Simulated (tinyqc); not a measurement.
# Changing the finger pitch s

Model: self-heating of a transistor with one or more fingers, with temperature-dependent conductivity. Computed by tinyqc, a small Python program. Command: `OMP_NUM_THREADS=1 python tinyqc.py 3001673 3001674 out.jsonl selfheat sweep`. One thread of a shared host (Intel(R) Xeon(R) Processor @ 2.30GHz), about 0.08 s of CPU time with the checks.

N long parallel fingers lie on the top face of a slab whose bottom is held at T_0; the top is otherwise insulated, and heat flows in two dimensions. P in W/mm is 1000 P in W/m.

Inputs (values chosen for the exercise, modelled on gallium arsenide):
```
quantity                                      value        unit
conductivity at the base temperature kappa_0     44     W/(m K)
exponent m in kappa ~ T^-m                     1.16           -
base temperature T_0                            323           K
power per gate width P                          1.2        W/mm
fingers N                                         6           -
width of the heat source w                      1.5  micrometre
substrate thickness t                            56  micrometre
```

Power: power rises with temperature.

Method:
- A line source of power P on the top face raises the top at distance x by (P/(pi kappa_0)) g(x), g(x) = -ln tanh(pi x/(4 t)) (the image sum for the slab). On a strip of width w the centre sees the mean of g over the strip, g_0 = 1 + ln(8 t/(pi w)) for w much below t.
- theta_i = (P/(pi kappa_0)) [g_0 + sum over j != i of g(|i - j| s)], with equal powers and constant conductivity; thermal resistance = largest theta/P.
- Kirchhoff transformation for kappa = kappa_0 (T/T_0)^-m: T = T_0 [1 - (m - 1) theta/T_0]^(-1/(m - 1)), where theta is the linear rise.
- The bracket vanishes at the power P T_0/((m - 1) theta).

One run for each value:
```
finger pitch s (micrometre)  thermal resistance (K mm/W)  true rise (K)  peak temperature (K)
4.0                                               126.55         203.59                526.59
6.9                                               107.11         164.26                487.26
12.0                                               87.91         128.74                451.74
20.0                                               71.45         100.64                423.64
35.0                                               56.43          76.77                399.77
59.0                                               46.94          62.49                385.49
100.0                                              42.05          55.36                378.36
170.0                                              40.43          53.04                376.04
```

Over the rows, thermal resistance (K mm/W) falls from 127 to 40.4 (exponent d ln y / d ln x -0.31 between the first rows and -0.074 between the last); true rise (K) falls from 204 to 53.0 (exponent d ln y / d ln x -0.39 between the first rows and -0.081 between the last); peak temperature (K) falls from 527 to 376 (exponent d ln y / d ln x -0.14 between the first rows and -0.012 between the last). Coupling dies exponentially once the pitch passes about the thickness, 56 micrometre. Left out: 300 (the run failed its checks).

Extremes, crossings and ranges named in words are read from the listed rows.
